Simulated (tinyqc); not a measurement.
Changing the growth temperature T: out-diffusion of a doped substrate or buried layer into a growing epitaxial film. Computed by tinyqc, a small Python program. Command: `OMP_NUM_THREADS=1 python tinyqc.py 3025622 3025623 out.jsonl buried sweep`. One thread of a shared host (Intel(R) Xeon(R) Processor @ 2.30GHz), about 0.01 s of CPU time with the checks.

x is counted from the original substrate surface into the film, whose surface moves as x = v t. Substrate dopant has one diffusivity; the dopant of the film is taken as uniform.

Inputs (values chosen for the exercise, modelled on boron in silicon): prefactor D0 = 1.02 cm^2/s; activation energy E = 3.47 eV; substrate concentration C_s = 3e+19 1/cm^3; film doping C_e = 1.7e+15 1/cm^3; growth rate v = 2.5 um/min; film thickness d = 0.84 um; autodoping level at the start, as a share of C_s = 1e-05; decay length of autodoping = 0.51 um; later thermal budget (Dt)2 = 1e-11 cm^2.

Film doping: same type as the substrate.

Constants: k_B = 8.617333262e-05 eV/K.

Method:
- D = D0 exp(-E/(k_B T)); growth time t = d/v; l = 2 sqrt(D t); growth number G = v t/l = d/l; 1 um = 1e-4 cm.
- Temperatures in kelvin are T(C) + 273.15.
- After growth and the later budget: l2 = 2 sqrt(D t + (Dt)2); C(x) = (C_s/2) erfc(x/l2) + share x C_s exp(-x/decay length) for x > 0 (autodoping taken as unchanged by the later budget). The transition x_t solves C(x) = C_e, where the total doping is twice the intended value.
- Usable film = d - x_t. Also give x_t for the erfc term alone, after growth and after the later budget.

One run for each value; columns: (1) growth temperature T (C); (2) x_t after growth, erfc alone (um); (3) x_t after the later budget, erfc alone (um); (4) x_t with autodoping (um); (5) growth number G:
```
(1)       (2)      (3)      (4)     (5)
900   0.00871  0.17285  0.17431  263.12
950   0.01757  0.17352  0.17499  130.46
1000  0.03355  0.17586  0.17734   68.35
1050  0.06098  0.18308  0.18460   37.60
1075  0.08086  0.19063  0.19218   28.36
1100  0.10612  0.20264  0.20425   21.61
1125  0.13793  0.22097  0.22266   16.62
1150  0.17764  0.24770  0.24949   12.91
1200  0.28712  0.33502  0.33705    7.99
```

Over the rows, x_t after growth, erfc alone (um) rises from 0.00871 to 0.287; x_t after the later budget, erfc alone (um) rises from 0.173 to 0.335; x_t with autodoping (um) rises from 0.174 to 0.337. At low T the later budget or autodoping sets the transition, so colder growth stops helping.

Caution (all rows): the substrate doping is comparable to or above the intrinsic density at growth temperature, so the diffusivity may be higher on that side.
